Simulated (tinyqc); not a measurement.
Uniformly doped HEMT, charge control: two steps of the calculation.

A two-dimensional electron gas of density ns under a barrier. EF and the subbands are counted from the conduction-band edge of the channel at the interface. Two subbands of a triangular well with an infinite wall, parabolic band, no carriers in the barrier.

Parameters, values chosen for the exercise; material values close to those of InAlAs on In0.53Ga0.47As:
```
symbol,value,unit,meaning
T,400,K,temperature
d,29,nm,barrier thickness from gate to channel
ds,2.9,nm,undoped spacer next to the channel
me,0.0418,m0,electron mass in the channel
ec,13.7,,relative permittivity of the channel
ebr,12.7,,relative permittivity of the barrier
phiB,0.664,eV,barrier height of the gate
dEc,0.489,eV,conduction-band offset
ND,1.1e18,cm^-3,donor density of the doped part
eta,0.75,,share of ns that counts in the confining field
Nb,3.5e10,cm^-2,depletion charge of the buffer
Vg,0.1,V,gate voltage
```

Constants: q = 1.602176634e-19 C, kB = 1.380649e-23 J/K, hbar = 1.054571817e-34 J s, m0 = 9.1093837015e-31 kg, Vt = kB T/q, eps0 = 8.8541878128e-14 F/cm where lengths are in cm, hbar^2/(2 m0) = 0.0380998212 eV nm^2. Results are converted to the units shown.

Task 1. Barrier and off voltage. Fully depleted barrier with eb = ebr: Vp = q ND (d - ds)^2/(2 eps0 eb); donors per area ND (d - ds); Voff = phiB - dEc - Vp.

Find: Vp; donors per area; eb; Voff.

Result 1.

Vp = 0.53383 V
donors per area = 2.8710e12 cm^-2
eb = 12.700
Voff = -0.35883 V

Task 2. New ns. F = q (eta ns + Nb)/(eps0 ec) in eV/nm; E_k = a_k (C F^2/me)^(1/3), a_0 = 2.338107, a_1 = 4.087949, C = hbar^2/(2 m0); D = me m0 q/(pi hbar^2); ns = D Vt [ln(1 + exp((EF - E_0)/Vt)) + ln(1 + exp((EF - E_1)/Vt))], which gives EF = E_0 + Vt ln{2 s/[(1 + u) + sqrt((1 + u)^2 + 4 u s)]} with s = exp(ns/(D Vt)) - 1, u = exp((E_0 - E_1)/Vt). Newton: g = ns + Nb - eps0 eb (Vg - Voff - EF)/(q d), ns(new) = ns - g/(1 + (eps0 eb/(q d)) dEF/dns), the derivative by central differences over +/- 0.01 % of ns.

ns after iteration 1 = 7.9231201e11 cm^-2
eb = 12.7
Voff = -0.35882837 V

Find: E_0; E_1; EF; dEF/dns; ns after iteration 2.

Result 2.

E_0 = 0.093014 eV
E_1 = 0.16263 eV
EF = 0.11621 eV
dEF/dns = 0.15299 eV per 1e12 cm^-2
ns after iteration 2 = 7.9368e11 cm^-2

Computed by the program tinyqc: `OMP_NUM_THREADS=1 python tinyqc.py 2180145 2180146 out.jsonl`, one thread of a shared Intel Xeon 2.30GHz, about 0.01 s for the whole run.
